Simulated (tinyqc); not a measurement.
Changing the power per gate width P: self-heating of a transistor with one or more fingers, with temperature-dependent conductivity. Computed by tinyqc, a small Python program. Command: `OMP_NUM_THREADS=1 python tinyqc.py 3010308 3010309 out.jsonl selfheat sweep`. One thread of a shared host (Intel(R) Xeon(R) Processor @ 2.30GHz), about 0.09 s of CPU time with the checks.

N long parallel fingers lie on the top face of a slab whose bottom is held at T_0; the top is otherwise insulated, and heat flows in two dimensions. P in W/mm is 1000 P in W/m.

Inputs (values chosen for the exercise, modelled on silicon carbide):

| quantity | value | unit |
|---|---|---|
| conductivity at the base temperature kappa_0 | 387 | W/(m K) |
| exponent m in kappa ~ T^-m | 1.54 | - |
| base temperature T_0 | 300 | K |
| fingers N | 2 | - |
| finger pitch s | 15 | micrometre |
| width of the heat source w | 0.15 | micrometre |
| substrate thickness t | 79 | micrometre |
| phonon free path Lambda | 160 | nm |

Power: power rises with temperature.

Method:
- A line source of power P on the top face raises the top at distance x by (P/(pi kappa_0)) g(x), g(x) = -ln tanh(pi x/(4 t)) (the image sum for the slab). On a strip of width w the centre sees the mean of g over the strip, g_0 = 1 + ln(8 t/(pi w)) for w much below t.
- theta_i = (P/(pi kappa_0)) [g_0 + sum over j != i of g(|i - j| s)], with equal powers and constant conductivity; thermal resistance = largest theta/P.
- Kirchhoff transformation for kappa = kappa_0 (T/T_0)^-m: T = T_0 [1 - (m - 1) theta/T_0]^(-1/(m - 1)), where theta is the linear rise.
- The bracket vanishes at the power P T_0/((m - 1) theta).

One run for each value:

| power per gate width P (W/mm) | true rise (K) | true rise / linear rise | largest theta (K) | peak temperature (K) |
|---|---|---|---|---|
| 0.28 | 2.34 | 1.006 | 2.33 | 302.3 |
| 0.42 | 3.52 | 1.009 | 3.49 | 303.5 |
| 0.63 | 5.31 | 1.014 | 5.24 | 305.3 |
| 0.93 | 7.89 | 1.020 | 7.73 | 307.9 |
| 1.40 | 12.00 | 1.031 | 11.64 | 312.0 |
| 2.10 | 18.28 | 1.047 | 17.47 | 318.3 |
| 3.10 | 27.60 | 1.070 | 25.78 | 327.6 |
| 4.60 | 42.38 | 1.108 | 38.26 | 342.4 |
| 6.80 | 65.99 | 1.167 | 56.55 | 366.0 |

Over the rows, true rise (K) rises from 2.34 to 66.0 (exponent d ln y / d ln x 1.0 between the first rows and 1.1 between the last); true rise / linear rise rises from 1.01 to 1.17 (exponent d ln y / d ln x 0.0074 between the first rows and 0.13 between the last); largest theta (K) rises from 2.33 to 56.6 (exponent d ln y / d ln x about 1.00 throughout). At the low end the exponent of true rise is 1.01, close to 1: the linear regime. The hot zone conducts worse, so the rise outgrows the power: the ratio to the linear rise reaches 1.17 in the last row.

Caution (all rows): the source is narrower than two phonon free paths, so the Fourier result understates the rise at the source.

Extremes, crossings and ranges named in words are read from the listed rows.
